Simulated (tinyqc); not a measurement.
From one set of inputs to another, one input at a time: atomic layer deposition: Langmuir saturation, growth per cycle and coating of deep features. Computed by tinyqc, a small Python program. Command: `OMP_NUM_THREADS=1 python tinyqc.py 3011631 3011632 out.jsonl ald ladder`. One thread of a shared host (Intel(R) Xeon(R) Processor @ 2.30GHz), about 0.06 s of CPU time with the checks.

Precursor A sticks only on free sites, so a long enough pulse saturates; co-reactant B then frees the sites again.

The inputs printed are set A. Set A is modelled on silicon dioxide from an aminosilane and ozone; the values taken over come from a set modelled on aluminium oxide from trimethylaluminium and water. Inputs not listed in the table keep their values of set A, so the rows need not describe a real material.

Inputs (values chosen for the exercise, modelled on silicon dioxide from an aminosilane and ozone): precursor mass M = 174 u; site density q = 2.7 1/nm^2; growth per cycle at saturation G = 1.2 angstrom; sticking probability beta on free sites = 0.00055; precursor pressure p = 15 Pa; temperature T = 175 C; pulse time t = 0.3 s; co-reactant completion per pulse c_B = 0.99; desorption energy E_d = 1.4 eV; purge time t_p = 12 s; aspect ratio a = 7.6.

Feature: long trench.

Constants: u = 1.6605390666e-27 kg; k_B = 1.380649e-23 J/K; k_B = 8.617333262e-05 eV/K.

Method:
- Wall flux F = p/sqrt(2 pi M k_B T); rate of filling k_a = beta F/q; desorption k_d = 1e13 exp(-E_d/(k_B T)) per second. 1/m^2 = 1e-18/nm^2.
- Temperatures in kelvin are T(C) + 273.15.
- One cycle from coverage th0: pulse A gives th1 = th_s + (th0 - th_s) exp(-(k_a + k_d) t), th_s = k_a/(k_a + k_d); the purge leaves th2 = th1 exp(-k_d t_p); pulse B converts c_B th2 into film and leaves th3 = (1 - c_B) th2. Growth = G c_B th2.
- The periodic state has th0 = th3: th0 = (1 - c_B) e_p th_s (1 - e_a)/(1 - (1 - c_B) e_p e_a), with e_a = exp(-(k_a + k_d) t), e_p = exp(-k_d t_p).
- Share of impinging molecules used = q (th1 - th0)/(F t).
- Diffusion-limited filling (Gordon) of a long trench of width w, hydraulic diameter 2w, so that a is replaced by a/2 in the hole formula: t = (q/F)(1 + 19a/8 + 3a^2/8). Reaction-limited filling needs ln(100)/k_a at any depth, k_a = beta F/q. Flow is molecular. The front picture holds when the modulus (a/2) sqrt(beta) is well above 1.
- Depth reached by the given pulse: solve the same formula for a. Exposure = p x diffusion-limited time; 1 langmuir = 1.33322e-4 Pa s.

Each row keeps all changes above it; columns: (1) input moved; (2) from; (3) to; (4) growth per cycle (angstrom); (5) aspect ratio reached by the front in time t; (6) share of impinging molecules used:
```
(1)                                              (2)     (3)    (4)    (5)        (6)
set A                                              -       -  1.162  201.6  6.295e-05
purge time t_p (s)                                12     8.5  1.170  201.6  6.295e-05
precursor pressure p (Pa)                         15      11  1.168  172.2  8.570e-05
temperature T (C)                                175     200  1.068  169.9  8.806e-05
sticking probability beta on free sites      0.00055  0.0035  1.070  169.9  8.829e-05
pulse time t (s)                                 0.3   0.078  1.070   85.1  3.396e-04
growth per cycle at saturation G (angstrom)      1.2     1.1  0.981   85.1  3.396e-04
aspect ratio a                                   7.6      77  0.981   85.1  3.396e-04
```

Growth per cycle goes from 1.16 to 0.981, a factor 0.844 in all. The largest single move comes from temperature T (a factor 0.914). Aspect ratio reached by the front in time t goes from 202 to 85.1, a factor 0.422 in all. The largest single move comes from pulse time t (a factor 0.501). Share of impinging molecules used goes from 6.30e-5 to 3.40e-4, a factor 5.39 in all. The largest single move comes from pulse time t (a factor 3.85). The single moves hold for this order of the switches; the total does not depend on the order.

Caution (rows temperature T): the depth reached is formal here: it is under 4/sqrt(beta), so no sharp front has formed.

Extremes, crossings and ranges named in words are read from the listed rows.
